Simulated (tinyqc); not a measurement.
Gate work function from the charge.

Inverse problem. For an undoped double gate, Q = 8 eps0 eps_r Vt beta tan(beta)/ts with 0 < beta < pi/2, and at the source (Vg - dphi)/(2 Vt) - ln[(2/ts) sqrt(2 eps0 eps_r Vt/(q ni))] = ln(beta) - ln(cos beta) + 2 r beta tan(beta), r = eps_r tox/(eox ts). Find beta and dphi.

Values chosen for this exercise; material values those of a made-up semiconductor: temperature T = 293 K; relative permittivity of the semiconductor eps_r = 15; relative permittivity of the gate insulator eox = 7.79; insulator thickness tox = 2.3 nm; body thickness ts = 25 nm; gate voltage Vg = 0.42 V.

Constants: q = 1.602176634e-19 C, kB = 1.380649e-23 J/K, Vt = kB T/q, eps0 = 8.8541878128e-14 F/cm where lengths are in cm. Results are converted to the units shown.

Qs = 0.31437155 nC/cm^2
ni = 6.3158623e11 cm^-3

Answer. beta tan(beta) rises from 0 without bound on the interval, so the charge fixes beta; the second relation is then explicit in dphi.

beta = 0.05410
dphi = 0.2400 V

Computed by the program tinyqc: `OMP_NUM_THREADS=1 python tinyqc.py 2440015 2440016 out.jsonl`, one thread of a shared Intel Xeon 2.30GHz, about 0.01 s for the whole run.
